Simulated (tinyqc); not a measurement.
# Resistance of a tapered via with liner, size effect and interface: via resistance against the diameter at the bottom

A round via whose diameter grows from db at the bottom as D(z) = db + 2 z/tan(ang). The fill, of diameter D - 2 tl, starts above the bottom liner (thickness fb tl) and has rho = rho0 (1 + ks lam/(D - 2 tl)); the sidewall liner conducts in parallel with it. The bottom liner and the interface are crossed over the full area pi db^2/4. Spreading in the lines above and below is left out.

Slices between z0 = fb tl and hv, evaluated at their midpoints: conductance per length pi/4 [(D - 2 tl)^2/rho + (D^2 - (D - 2 tl)^2)/rl], slice resistance = slice height over that. 2000 slices. R_fill = sum of the slices; R_bottom = rl fb tl/(pi db^2/4); R_interface = ri/(pi db^2/4); ballistic (Sharvin) limit 1/(Sb pi (db - 2 tl)^2/4); ideal cylinder rho0 hv/(pi db^2/4).

Inputs (values chosen for the exercise); fill metal close to tungsten:
- hv = 26 nm (height)
- ang = 85 degrees (sidewall angle)
- rho0 = 5.45 uohm cm (bulk resistivity of the fill)
- lam = 15.9 nm (mean free path of the fill)
- ks = 1.1 (size-effect factor)
- tl = 2 nm (liner on the sidewall)
- fb = 0.7 (liner at the bottom over that on the sidewall)
- rl = 390 uohm cm (resistivity of the liner)
- ri = 1e-12 ohm cm^2 (interface resistivity at the bottom)
- Sb = 9.1e14 S/m^2 (ballistic conductance per area, about 3/(4 rho0 lam))

Results:
```
db (nm),R_fill (ohm),R_bottom (ohm),R_interface (ohm),R (ohm),ballistic limit (ohm),R over ideal cylinder,largest part
6,520.04,193.11,3.5368,716.68,349.79,14.300,fill
8.3,150.29,100.91,1.8482,253.05,75.671,9.6625,fill
11,57.746,57.454,1.0523,116.25,28.554,7.7966,fill
16,18.510,27.156,0.49736,46.163,9.7164,6.5502,bottom liner
22,7.6595,14.363,0.26307,22.286,4.3184,5.9786,bottom liner
42,1.4982,3.9410,0.072179,5.5113,0.96895,5.3886,bottom liner
58,0.70251,2.0666,0.037849,2.8069,0.47982,5.2337,bottom liner
80,0.33940,1.0862,0.019894,1.4455,0.24224,5.1277,bottom liner
```

Estimate the missing row, db = 30 nm.

Computed row:
```
db (nm),R_fill (ohm),R_bottom (ohm),R_interface (ohm),R (ohm),ballistic limit (ohm),R over ideal cylinder,largest part
30,3.4244,7.7243,0.14147,11.290,2.0698,5.6320,bottom liner
```

With this row back in the table: R falls from 717 to 1.45 ohm. The fill is the largest part at db = 6, the bottom liner from 16 on. R goes as db^(-3.21) between the first two rows and db^(-2.06) between the last two; area alone gives -2. For db = 6, 8.3, 16, 22, 30, 42, 58, 80 the ballistic limit exceeds half of R_fill, so the diffusive model understates R.

Computed by the program tinyqc: `OMP_NUM_THREADS=1 python tinyqc.py 2750014 2750015 out.jsonl`, one thread of a shared Intel Xeon 2.30GHz, about 0.01 s for the whole run.
